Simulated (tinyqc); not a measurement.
Inside a calculation. Method: tight binding, dimerised chain. One step of it, computed by the program tinyqc.

Problem. Bloch Hamiltonian at X. H_AA = +delta, H_BB = -delta, H_AB = -t1 - t2 exp(-i k a).

Parameters chosen for this model:
```
parameter,value,unit
t1,1.530000,"eV, inside the cell"
t2,0.950000,"eV, between cells"
delta,0.490000,"eV, +/- on the two sites"
```

k point X (2 pi / a): 0.500000

Give: H(k) at X.

Solution.

H(k) at X (eV):
```
,A,B
A,0.490,-0.580
B,-0.580,-0.490
```
